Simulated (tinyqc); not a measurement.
All estimates against temperature: estimate of lattice thermal conductivity from elastic moduli (Slack, Klemens and Cahill formulas). Computed by tinyqc, a small Python program. Command: `OMP_NUM_THREADS=1 python tinyqc.py 3026961 3026962 out.jsonl slack walk`. One thread of a shared host (Intel(R) Xeon(R) Processor @ 2.30GHz), about 0.01 s of CPU time with the checks.

An isotropic solid.

Inputs (values chosen for the exercise, for a model crystal):
```
quantity                    value        unit
bulk modulus B               65.2         GPa
shear modulus G              48.9         GPa
volume per atom V            34.6  angstrom^3
mean atomic mass M            121           u
atoms per primitive cell n      1           -
temperature T                 400           K
disorder parameter Gamma    0.002           -
grain size d                  170          nm
```

Grueneisen parameter: from the Poisson ratio.

Constants: u = 1.6605390666e-27 kg; hbar = 1.054571817e-34 J s; k_B = 1.380649e-23 J/K; h = 6.62607015e-34 J s.

Method:
- rho = M/V; vL = sqrt((B + 4G/3)/rho), vT = sqrt(G/rho); v_m = [(vL^-3 + 2 vT^-3)/3]^(-1/3); Poisson ratio sigma = (3B - 2G)/(6B + 2G); Theta = hbar v_m (6 pi^2/V)^(1/3)/k_B.
- Empirical rule gamma = (3/2) (1 + sigma)/(2 - 3 sigma).
- Slack, an estimate for T near or above Theta_a: kappa = A M Theta_a^3 delta n^(1/3)/(gamma^2 T) in W/(m K), with M in u, delta = V^(1/3) in angstrom, Theta_a = Theta n^(-1/3) and A = 2.43e-6/(1 - 0.514/gamma + 0.228/gamma^2).
- High-temperature forms with the classical heat capacity. Klemens: kappa/kappa_0 = arctan(u)/u, u^2 = pi^2 Theta V Gamma kappa_0/(h v_m^2). Grains: 1/kappa_poly = 1/kappa + 1/(C v_m d/3), C = 3 k_B/(n V), the acoustic branches alone.
- Cahill minimum: kappa_min = (pi/6)^(1/3) k_B V^(-2/3) sum over L, T, T of v (T/Theta_i)^2 int_0^(Theta_i/T) x^3 e^x/(e^x - 1)^2 dx, Theta_i = Theta v_i/v_m (64 Gauss-Legendre points).

Grueneisen parameter gamma = 1.28571

Debye temperature Theta = 292.699 K

v_m = 3203.59 m/s

vL = 4738.70 m/s

vT = 2901.85 m/s

acoustic Debye temperature Theta_a = 292.699 K

Kappa (W/(m K)):
```
T (K)  perfect crystal  with point defects  polycrystal  minimum
200             98.451              60.150       47.111  0.48955
300             65.634              44.739       37.101  0.52264
400             49.226              35.898       30.809  0.53528
550             35.800              27.854       24.690  0.54322
750             26.254              21.541       19.598  0.54744
1000            19.690              16.832       15.622  0.54961
1300            15.146              13.357       12.583  0.55076
1700            11.582              10.485       10.002  0.55145
```

The perfect crystal follows 1/T. With point defects the exponent runs from -0.73 to -0.90 (the strong-disorder limit is -1/2), and with grains from -0.59 to -0.86. At the highest T it is still 18.1 times the minimum. Rows below Theta_a = 293 K are outside the range of the Slack formula.

Extremes, crossings and ranges named in words are read from the listed rows.
